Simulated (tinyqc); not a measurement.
# Space-charge-limited current through a thin insulating or semi-insulating film with traps, step by step

A worked calculation. Computed by tinyqc, a small Python program that keeps every step. Command: `OMP_NUM_THREADS=1 python tinyqc.py 3026129 3026130 out.jsonl sclc walk`. One thread of a shared host (Intel(R) Xeon(R) Processor @ 2.30GHz), about 0.01 s of CPU time with the checks. Intermediate numbers are printed to about 6 digits and carried at full precision; extremes and crossings named in words are read from the listed rows.

One ohmic injecting contact at x = 0 (field zero), drift only, non-degenerate free carriers.

Inputs (values chosen for the exercise, modelled on Si3N4):
```
quantity                                            value        unit
permittivity eps                                      7.5           -
band mobility mu                                    0.093  cm^2/(V s)
effective density of states N_c                     1e+20      1/cm^3
trap density N_t                                  1.4e+19      1/cm^3
equilibrium Fermi level below the band edge, E_0     0.87          eV
thickness d                                            36          nm
free density at the anode, in units of N_c        8.7e-08           -
temperature T                                         350           K
characteristic temperature T_c                        900           K
```

Traps: exponential tail.

Constants: k_B = 8.617333262e-05 eV/K; e = 1.602176634e-19 C; eps_0 = 8.8541878128e-12 F/m.

## Equilibrium and landmark voltages

Free density n_0 = N_c exp(-E_0/k_B T) in equilibrium; trapped density n_t(n) = N_t (n/N_c)^(T/T_c) (the low-temperature form). theta = n/(n + n_t) at the anode density; trap-filled-limit voltage V_TFL = e (N_t - n_t(n_0)) d^2/(2 eps eps_0).

n_0 = 2.96860e+07 1/cm^3

n_t(n_0) = 1.88080e+14 1/cm^3

theta = 3.45926e-04

V_TFL = 21.8876 V

## One point of the curve

J = e mu n F and (eps eps_0/e) dF/dx = n - n_0 + n_t(n) - n_t(n_0) = rho(n). With F = J/(e mu n): d = (eps eps_0 J/(e^2 mu)) I_1 and V = (eps eps_0 J^2/(e^3 mu^2)) I_2, I_k = int_(n_L)^infinity dn/(n^(k+1) rho(n)), n_L the density at the anode; with u = n_L/n, 200 Gauss-Legendre points in t, u = 1 - (1 - t)^2. Anode field J/(e mu n_L); Mott-Gurney current (9/8) eps eps_0 mu V^2/d^3; ohmic current e n_0 mu V/d.

I_1 = 3.30906e-30 cm^6

I_2 = 2.21299e-43 cm^9

current density J = 0.00391103 A/cm^2

voltage V = 0.0631940 V

anode field over mean field V/d = 1.71872

trap-free Mott-Gurney current = 5.94688 A/cm^2

ohmic current = 7.76458e-09 A/cm^2

J is 6.58e-4 times the trap-free law and 504000 times the ohmic current; theta is 3.46e-4. The field ratio is 1 for ohmic flow, 3/2 for the square law and 2 for a uniform fixed charge; here 1.72. Caution: V is below 10 k_B T/e, where diffusion from the contact, left out here, dominates.

## The whole curve

The last column is d ln J/d ln V up to the next row.

Current against voltage:
```
n_L (1/cm^3)        V (V)   J (A/cm^2)    slope
3.10e+07      7.22697e-05  1.15585e-11  2.07467
3.50e+08      8.96368e-04  2.14594e-09  3.12111
3.90e+09      2.82883e-03  7.75225e-08  3.40015
4.30e+10      7.71614e-03  2.35067e-06  3.50463
4.80e+11      2.02417e-02  6.90392e-05  3.54418
5.30e+12      5.20468e-02  1.96213e-03  3.55568
5.90e+13      1.33633e-01  5.60858e-02  3.54370
6.50e+14      3.43036e-01  1.58392e+00  3.47439
7.30e+15      9.09459e-01  4.68748e+01  3.24666
8.10e+16      2.63167e+00  1.47606e+03  2.79182
9.00e+17      9.86656e+00  5.90785e+04  2.33674
1.00e+19      5.79567e+01  3.70031e+06        -
```

The slope starts at 2.07, peaks at 3.6 between 0.0520 and 0.134 V and ends at 2.34. Rows below 0.30 V (10 k_B T/e) are formal, since diffusion from the contact rules there. Self-heating is left out, although J V exceeds 1e5 W/cm^2 at the last row. Rows above 10.8 V are formal, since the mean field exceeds 3 MV/cm and breakdown sets in. An exponential tail gives the power law T_c/T + 1 = 3.57, which the middle rows approach.

Checks made by the program: trap-free limit against the Mott-Gurney law (relative difference 5e-08).
